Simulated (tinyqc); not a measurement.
From results back to parameters: buckled dimers of a reconstructed (001) surface, two dangling bonds a dimer. Three cases, with inputs chosen for the exercise.

Problem. With tp the pi coupling of the two dangling bonds, gm their shift per height and kf the force constant (elastic energy kf z^2), an isolated buckled dimer has gap 2 gm^2/kf, buckling z with (gm z)^2 + tp^2 = (gm^2/kf)^2, and charge gm z/(gm^2/kf) moved to the up atom. The values come from hidden parameters.

Find: tp; gm; kf.

Method. With x half the gap and c the charge: tp = x sqrt(1 - c^2), gm = x c/z, kf = gm^2/x.

Case 1.

gap = 1.061761 eV
z = 0.206829 angstrom
charge moved = 0.861009 e

Solution.

tp = 0.27 eV
gm = 2.21 eV/angstrom
kf = 9.2 eV/angstrom^2

Case 2.

gap = 0.723757 eV
z = 0.159111 angstrom
charge moved = 0.896947 e

Solution.

tp = 0.16 eV
gm = 2.04 eV/angstrom
kf = 11.5 eV/angstrom^2

Case 3.

gap = 1.356706 eV
z = 0.305678 angstrom
charge moved = 0.838151 e

Solution.

tp = 0.37 eV
gm = 1.86 eV/angstrom
kf = 5.1 eV/angstrom^2

Computed by tinyqc, one run a case: `OMP_NUM_THREADS=1 python tinyqc.py N N+1 out.jsonl` with N = 1451627, 1451687, 1451713; one thread of a shared Intel(R) Xeon(R) Processor @ 2.30GHz, about 0.04 s a run at most.
